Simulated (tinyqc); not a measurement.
Phase-change memory cell, resistance drift and retention: one step of the calculation.

The amorphous state follows Ra = R0 (t/t0)^nu exp[(q Ec/kB)(1/T - 1/(300 K))], with nu taken as independent of T. An intermediate level follows the logarithmic mixing rule ln R = (1 - fa) ln Rc + fa ln Ra with constant Rc. The time to lose the data by crystallisation is tr = tx exp[(q Ex/kB)(1/T - 1/Tx)]; 1 year = 3.15576e7 s. These are empirical laws.

Problem. Retention. tr at T; the ten-year temperature solves tr = 10 years: 1/T10 = 1/Tx + (kB/(q Ex)) ln(10 years/tx).

Inputs (values chosen for the exercise); values of the order found in chalcogenide phase-change cells:
- Ex = 2.3 eV (activation energy of crystallisation)
- Tx = 473 K (temperature of a bake)
- tx = 80 s (time to crystallise in that bake)
- T = 398 K (operating temperature)

Constants: q = 1.602176634e-19 C, kB = 1.380649e-23 J/K. Results are converted to the units shown.

Find: tr; T10; loss of tr per kelvin, q Ex/(kB T^2).

Solution.

tr = 0.10520 years
T10 = 372.69 K
loss of tr per kelvin, q Ex/(kB T^2) = 16.850 %/K

T lies 25.3 K above T10, so ten years are missed.

Numbers from tinyqc (`OMP_NUM_THREADS=1 python tinyqc.py 2880139 2880140 out.jsonl`; about 0.01 s on one thread of a shared Intel Xeon 2.30GHz).
